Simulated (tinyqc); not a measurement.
# Superjunction drift layer against a plain one, charge balance: what changes with what

Alternating n and p pillars of equal width wp, doping N and length Lp. When depleted, the lateral field peaks at Ex = q N wp/(2 eps0 eps_r) at the pillar junctions and a uniform vertical field Ey is added; breakdown is taken where Ex^2 + Ey^2 = Ef^2. Only the n pillars conduct, narrowed by the zero-bias depletion. A first-order model: the field peaks at the pillar ends are left out.

Inputs (values chosen for the exercise); values close to those of gallium nitride:
```
symbol,value,unit,meaning
eps_r,9.75,,relative permittivity of the semiconductor
E16,3.07,MV/cm,critical field at a doping of 1e16 cm^-3
mx,1120,cm^2/(V s),mobility at low doping
mi,59.4,cm^2/(V s),mobility at high doping
Nr,2e17,cm^-3,reference doping of the mobility
BV,3300,V,wanted breakdown voltage
wp,1.5,um,width of each pillar
Ef,2.8,MV/cm,critical field inside the pillars
a,0.74,,lateral peak field as a share of Ef
Vb,2.8,V,built-in voltage of the pillar junctions
dl,-5.7,%,charge imbalance (Nn - Np)/N
```

Constants: q = 1.602176634e-19 C, eps0 = 8.8541878128e-14 F/cm where lengths are in cm. Results are converted to the units shown.

Each table varies one quantity; the others keep the values above.

## Effect of the charge imbalance (Nn - Np)/N

Ec(N) = E16 (N/1e16 cm^-3)^(1/8), mu(N) = mi + (mx - mi)/(1 + (N/Nr)^0.9). Plain drift layer for BV: N solves BV = eps0 eps_r Ec(N)^2/(2 q N), W = 2 BV/Ec, Rsp = W/(q mu N). Ex = a Ef gives N = 2 eps0 eps_r a Ef/(q wp); Ey = Ef sqrt(1 - a^2); Lp = BV/Ey; xd = sqrt(eps0 eps_r Vb/(q N)) on each side; Rsp = 2 Lp/(q mu(N) N (1 - 2 xd/wp)). An imbalance dl leaves the mean net doping |dl| N/2, which tilts the vertical field by s = q |dl| N/(2 eps0 eps_r): BV(dl) = Ey Lp - s Lp^2/2, or Ey^2/(2 s) if the field reaches zero inside the pillar.

The same in every row: N (cm^-3) = 1.489e17; Lp (um) = 17.52; Rsp, pillars (mohm cm^2) = 0.2572; Rsp, plain (mohm cm^2) = 1.858.

Effect of the charge imbalance (Nn - Np)/N:
```
dl (%)  BV(dl) (V)
0             3300
1             3088
2             2876
4             2452
6             2028
9             1426
13           987.6
20           641.9
```

As dl goes from 0 to 20 %, Rsp of the pillars stays at 0.257 mohm cm^2 and BV with the imbalance falls from 3300 to 642 V. The loss is linear in |dl| while the field reaches through the pillar; it passes 10 % at |dl| = 1.56 %.

## Effect of the width of each pillar

Same model as above.

The same in every row: Lp (um) = 17.52; Rsp, plain (mohm cm^2) = 1.858.

Effect of the width of each pillar:
```
wp (um)  N (cm^-3)  Rsp, pillars (mohm cm^2)  BV(dl) (V)
0.19      1.175e18                    0.1253       285.3
0.3       7.443e17                    0.1363       450.5
0.46      4.854e17                    0.1530       690.7
0.73      3.059e17                    0.1809        1096
1.2       1.861e17                    0.2279        1789
1.8       1.240e17                    0.2863        2293
2.9       7.700e16                    0.3909        2675
4.5       4.962e16                    0.5402        2897
```

What does the comparison show?

As wp goes from 0.19 to 4.5 um, Rsp of the pillars rises from 0.125 to 0.540 mohm cm^2 and BV with the imbalance rises from 285 to 2900 V. Narrow pillars allow more doping and so less resistance, but the same relative imbalance then leaves more net charge. For wp = 0.19 to 0.46 um the aspect ratio passes 30, which is hard to make.

## Effect of the lateral peak field as a share of Ef

Same model as above.

The same in every row: Rsp, plain (mohm cm^2) = 1.858.

Results:
```
a     N (cm^-3)  Lp (um)  Rsp, pillars (mohm cm^2)  BV(dl) (V)
0.3    6.035e16    12.35                    0.3806        3056
0.39   7.845e16    12.80                    0.3120        2960
0.48   9.656e16    13.43                    0.2751        2839
0.66   1.328e17    15.69                    0.2505        2436
0.75   1.509e17    17.82                    0.2591        2033
0.84   1.690e17    21.72                    0.2915        1291
0.93   1.871e17    32.06                    0.4013       535.2
```

Estimate the missing row, a = 0.57.

Computed row:
```
a     N (cm^-3)  Lp (um)  Rsp, pillars (mohm cm^2)  BV(dl) (V)
0.57   1.147e17    14.34                    0.2561        2676
```

With this row back in the table: As a goes from 0.3 to 0.93, Rsp of the pillars goes from 0.381 through a minimum of 0.251 (at a = 0.66 among the rows listed) to 0.401 mohm cm^2 and BV with the imbalance falls from 3060 to 535 V. With constant mobility and no depleted edge the minimum of Rsp lies at a = 0.707; a smaller a gives up a little resistance for tolerance.

Computed by the program tinyqc: `OMP_NUM_THREADS=1 python tinyqc.py 2590005 2590006 out.jsonl`, one thread of a shared Intel Xeon 2.30GHz, about 0.01 s for the whole run.
